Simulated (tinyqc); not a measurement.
# Threshold-voltage variability of a planar MOSFET, analytic estimates: scaling length and width together

Three independent sources add in quadrature: random dopants in the depleted layer, metal-gate grains of two orientations, and roughness of the two gate edges acting through the roll-off VT = VT(long) - Vr exp(-L/l). These are first-order estimates: no three-dimensional electrostatics, no percolation.

ni = sqrt(Nc Nv) exp(-Eg/(2 Vt)), Eg in volts; Cox = 3.9 eps0/ti; Wd = sqrt(4 eps0 eps_r Vt ln(Na/ni)/(q Na)); dopants: s1 = (q/Cox) sqrt(Na Wd/(3 L W)). Grains: Ng = L W/G^2 (at least 1), s2 = dW sqrt(p (1 - p)/Ng). Edges, with exponential correlation and u = W/La: the mean gate length has sL^2 = 2 De^2 (2/u)[1 - (1 - exp(-u))/u]; s3 = sL (Vr/l) exp(-L/l). s = sqrt(s1^2 + s2^2 + s3^2). l and Vr are held fixed. W = 2.95 L in every row; l is held fixed.

Values chosen for this exercise; material values close to those of silicon:
```
symbol    value   unit                                                 meaning
T           350      K                                             temperature
Eg         1.12     eV                                                band gap
eps_r      11.9                     relative permittivity of the semiconductor
Nc      3.58e19  cm^-3                  conduction-band density of states at T
Nv      3.33e19  cm^-3                     valence-band density of states at T
Na       2.2e18  cm^-3                                          channel doping
ti          1.9     nm                 oxide-equivalent thickness in inversion
G             7     nm                                        metal grain size
dW          0.2     eV  work-function difference of the two grain orientations
p           0.4               share of the orientation of higher work function
De          1.4     nm                          rms roughness of one gate edge
La           30     nm                     correlation length of the roughness
l           3.4     nm                  decay length of the threshold roll-off
Vr          1.6      V                               prefactor of the roll-off
```

Constants: q = 1.602176634e-19 C, kB = 1.380649e-23 J/K, Vt = kB T/q, eps0 = 8.8541878128e-14 F/cm where lengths are in cm. Results are converted to the units shown.

Result of one run:
```
L (nm)  s1 (mV)  s2 (mV)   s3 (mV)  s (mV)  s sqrt(L W) (mV um)
44        15.44    9.075  0.001334   17.91                1.353
```

What becomes of these results when the gate length L is changed from 44 to 36 nm, all else the same?

Result of the changed run:
```
L (nm)  s1 (mV)  s2 (mV)  s3 (mV)  s (mV)  s sqrt(L W) (mV um)
36        18.87    11.09  0.01504   21.89                1.353
```

The whole series:
```
L (nm)  s1 (mV)  s2 (mV)   s3 (mV)  s (mV)  s sqrt(L W) (mV um)
13        52.25    30.72     16.81   62.90                1.404
16        42.45    24.96     6.691   49.70                1.366
20        33.96    19.97     1.965   39.44                1.355
24        28.30    16.64    0.5789   32.83                1.353
29        23.42    13.77    0.1261   27.17                1.353
36        18.87    11.09   0.01504   21.89                1.353
44        15.44    9.075  0.001334   17.91                1.353
```

As L goes from 13 to 44 nm, s falls from 62.9 to 17.9 mV. The dopants are the largest source in the first and the last row. The product s sqrt(L W) falls from 1.40 to 1.35 mV um: s1 and s2 go as 1/sqrt(L W), so the change comes from s3 alone. For L = 13 to 20 nm the depletion depth exceeds L, so source and drain share much of the charge and s1 is rough.

Program tinyqc, `OMP_NUM_THREADS=1 python tinyqc.py 2090078 2090079 out.jsonl`; Intel Xeon 2.30GHz, shared host, one thread, about 0.01 s.
